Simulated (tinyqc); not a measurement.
Hubbard ring of 4 sites, step by step. Computed by tinyqc, a small Python program that keeps every step. Settings: hopping = 0.92, U = 4.3, mixing = 0.5, iteration cap = 75. Command: `OMP_NUM_THREADS=1 python tinyqc.py 24668 24669 out.jsonl` (the two numbers bound the seeds that draw the settings). One thread of a shared host (Intel(R) Xeon(R) Processor @ 2.60GHz), about 0.2 s of CPU time with the checks. Later iterations appear only in the table of the cycle.

## Mean-field iteration 1

one-body matrix (hopping and site energies) (eV):
```
,1,2,3,4
1,0.690000,-0.920000,0.000000,-0.920000
2,-0.920000,0.380000,-0.920000,0.000000
3,0.000000,-0.920000,0.730000,-0.920000
4,-0.920000,0.000000,-0.920000,-0.110000
```

U = 4.300000 eV

electrons, up and down: 2  2

mixing = 0.500000

n(up) at the start (a guess, not normalised): 1 0.800000, 2 0.200000, 3 0.800000, 4 0.200000

n(down) at the start (a guess): 1 0.200000, 2 0.800000, 3 0.200000, 4 0.800000

H(up) = T + U n(down), H(down) = T + U n(up); fill the lowest levels; n(new) = n + mixing (n(out) - n); E = tr T (rho up + rho down) + U sum n_up n_down of the output.

levels, up (eV): 0.471793  1.570233  3.540746  4.707228

levels, down (eV): 0.093723  1.047480  4.149630  4.999167

energy = 0.301964 eV

n(up) after iteration 1: 1 0.834923, 2 0.155597, 3 0.833179, 4 0.176300

n(down) after iteration 1: 1 0.144447, 2 0.850633, 3 0.143556, 4 0.861364

## Mean-field iteration 2

As before.

levels, up (eV): 0.348436  1.329446  3.781003  4.831115

levels, down (eV): 0.010638  0.887524  4.296152  5.095686

energy = 0.260033 eV

n(up) after iteration 2: 1 0.862579, 2 0.126196, 3 0.860532, 4 0.150694

n(down) after iteration 2: 1 0.112267, 2 0.881836, 3 0.111208, 4 0.894689

## Mean-field iteration 3

As before.

levels, up (eV): 0.268444  1.190726  3.917572  4.913257

levels, down (eV): -0.070686  0.768573  4.414423  5.177690

energy = 0.245944 eV

n(up) after iteration 3: 1 0.881485, 2 0.107481, 3 0.879481, 4 0.131553

n(down) after iteration 3: 1 0.093111, 2 0.901029, 3 0.092064, 4 0.913796

## Convergence

Each step fills the lowest levels of T + U n(other spin) and sets n(new) = n + mixing (n(out) - n); stop when output and input agree to 1e-8.

Course of the cycle:
```
iteration,E (eV),largest |n(out) - n(in)|,mean |n_up - n_down|
1,0.30196409,1.23e-01,0.780099
2,0.26003293,6.67e-02,0.809585
3,0.24594438,3.84e-02,0.825974
4,0.24093731,2.58e-02,0.835388
5,0.23913116,1.66e-02,0.840899
6,0.23847565,1.04e-02,0.844165
7,0.23823696,6.47e-03,0.846116
8,0.23814988,3.98e-03,0.847286
9,0.23811807,2.43e-03,0.847991
10,0.23810644,1.48e-03,0.848416
11,0.23810219,9.03e-04,0.848672
...,...,...,...
24,0.23809974,1.34e-06,0.849063
25,0.23809974,8.10e-07,0.849064
26,0.23809974,4.90e-07,0.849064
27,0.23809974,2.97e-07,0.849064
28,0.23809974,1.80e-07,0.849064
29,0.23809974,1.09e-07,0.849064
30,0.23809974,6.58e-08,0.849064
31,0.23809974,3.98e-08,0.849064
32,0.23809974,2.41e-08,0.849064
33,0.23809974,1.46e-08,0.849064
34,0.23809974,8.82e-09,0.849064
```

local moments n_up - n_down: 1 0.849417, 2 -0.853292, 3 0.848711, 4 -0.844836

Converged in 34 iterations. Before convergence this energy mixes input and output and is not variational, so it may rise towards its limit.

## Exact diagonalisation (36 states)

Lowest levels of the sector, and the double occupancy of the lowest state.

lowest levels (eV): -0.094637  0.199293  0.826510  0.999066  0.999579  1.690000

double occupancy per site = 0.063509

The mean-field solution above lies 0.3327 eV above the exact energy.

## The lowest level by Lanczos steps

From a random start vector (not printed): a_j = <q_j|H|q_j>, b_j = norm of the remainder after orthogonalising; the Ritz value is the lowest eigenvalue of the tridiagonal matrix of a and b so far.

Lanczos:
```
j,a_j (eV),b_j (eV),lowest Ritz value (eV)
1,5.446058,3.238458,5.44605783
2,7.148556,4.372312,2.94883920
3,5.792440,3.131009,0.91476378
4,6.815598,2.958472,0.30581538
5,6.699743,3.547388,0.14733423
6,5.219434,2.940767,0.02929210
7,6.252039,2.498470,-0.05302235
8,7.333219,2.875528,-0.07458128
9,4.894170,2.145336,-0.08286847
10,5.460874,3.639870,-0.08533464
```
